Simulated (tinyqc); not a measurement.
# Octagonal on-chip spiral inductor, lumped pi model: two studies

Outer diameter do = di + 2 n wd + 2 (n - 1) sp, mean da = (do + di)/2, fill p = (do - di)/(do + di), length l = 3.314 n da. L = 2.25 mu0 n^2 da/(1 + 3.55 p), mu0 = 4 pi 1e-7 H/m. Rs = rho l/(wd delta (1 - exp(-th/delta))), delta = sqrt(rho/(pi f mu0)). Cs = n wd^2 eps0 eo/hu across the coil. At each end Cox = l wd eps0 eo/(2 ho) leads to the substrate branch Rsi = 2 rs he/(l wd) in parallel with Csi = l wd eps0 11.7/(2 he). With one end grounded Y = 1/(Rs + i w L) + i w Cs + 1/[1/(i w Cox) + 1/(1/Rsi + i w Csi)], w = 2 pi f; Q = -Im Y/Re Y. Eddy currents in neighbouring turns and in the substrate are left out.

Parameters, values chosen for the exercise; values of the order met in silicon radio-frequency processes: number of turns n = 2.5; line width wd = 15 um; space between turns sp = 1.5 um; inner diameter di = 60 um; metal thickness th = 2 um; metal resistivity rho = 3 uohm cm; oxide below the coil ho = 9.9 um; oxide between coil and underpass hu = 0.9 um; relative permittivity of the oxide eo = 3; substrate resistivity rs = 1 ohm cm; effective spreading depth in the substrate he = 50 um; frequency f = 3 GHz.

Constants: eps0 = 8.8541878128e-12 F/m. Results are converted to the units shown.

Each table varies one quantity; the others keep the values above.

## Quality factor against frequency

Apparent inductance Im(1/Y)/w; share of the loss Re(substrate branch)/Re Y.

Results:

| f (GHz) | Rs (ohm) | w L/Rs | Q | apparent inductance (nH) | loss in the substrate (%) |
|---|---|---|---|---|---|
| 0.55 | 1.069 | 2.361 | 2.360 | 0.7302 | 1.871e-4 |
| 0.91 | 1.145 | 3.645 | 3.642 | 0.7305 | 0.001193 |
| 1.5 | 1.247 | 5.516 | 5.503 | 0.7315 | 0.007764 |
| 2.4 | 1.376 | 8.000 | 7.951 | 0.7340 | 0.04530 |
| 6.5 | 1.814 | 16.44 | 15.49 | 0.7605 | 1.781 |
| 11 | 2.186 | 23.08 | 18.22 | 0.8242 | 10.80 |
| 17 | 2.603 | 29.96 | 13.98 | 0.9993 | 35.86 |
| 28 | 3.242 | 39.61 | 2.781 | 2.308 | 74.95 |

Estimate the missing row, f = 4 GHz.

Computed row:

| f (GHz) | Rs (ohm) | w L/Rs | Q | apparent inductance (nH) | loss in the substrate (%) |
|---|---|---|---|---|---|
| 4 | 1.566 | 11.71 | 11.50 | 0.7412 | 0.3031 |

With this row back in the table: Q goes from 2.36 through a maximum of 18.2 (at f = 11 GHz among the rows listed) to 2.78; the exact peak is 18.2 at 10.9 GHz and Q reaches zero at the self-resonance, 33.2 GHz. The share of the substrate rises from 1.87e-4 to 74.9 %, and the apparent inductance ends at 3.16 times L. At the peak the substrate takes 10.4 % of the loss.

## Effect of the substrate resistivity

Same model as above.

Peak Q and its frequency from a search over f; self-resonance where Im Y = 0; Q at the given f (negative beyond resonance).

The same in every row: L (nH) = 0.7300; do (um) = 139.5.

Effect of the substrate resistivity:

| rs (ohm cm) | peak Q | f of the peak (GHz) | self-resonance (GHz) | Q at f |
|---|---|---|---|---|
| 0.1 | 21.08 | 14.26 | 32.31 | 9.395 |
| 1 | 18.22 | 10.86 | 33.25 | 9.387 |
| 3 | 16.31 | 9.181 | 36.23 | 9.368 |
| 10 | 15.77 | 9.936 | 37.91 | 9.319 |
| 30 | 18.92 | 13.85 | 38.11 | 9.307 |
| 100 | 21.99 | 16.42 | 38.13 | 9.372 |
| 1000 | 23.82 | 17.83 | 38.14 | 9.415 |
| 10000 | 24.04 | 17.99 | 38.14 | 9.419 |

Read the table: what changes, and by how much?

As rs goes from 0.1 to 10000, L stays at 0.730 nH, the peak Q goes from 21.1 through a minimum of 15.8 (at rs = 10 among the rows listed) to 24.0, its frequency goes from 14.3 through a minimum of 9.18 (at rs = 3 among the rows listed) to 18.0 GHz and the self-resonance rises from 32.3 to 38.1 GHz. In this model both a very low and a very high resistivity dissipate little: the first shorts the branch to a pure Cox, the second blocks the current. For rs = 0.1, 1 eddy currents in the substrate, left out, would lower Q markedly.

tinyqc, about 0.01 s, one thread, Intel Xeon 2.30GHz (shared host): `OMP_NUM_THREADS=1 python tinyqc.py 2302151 2302152 out.jsonl`
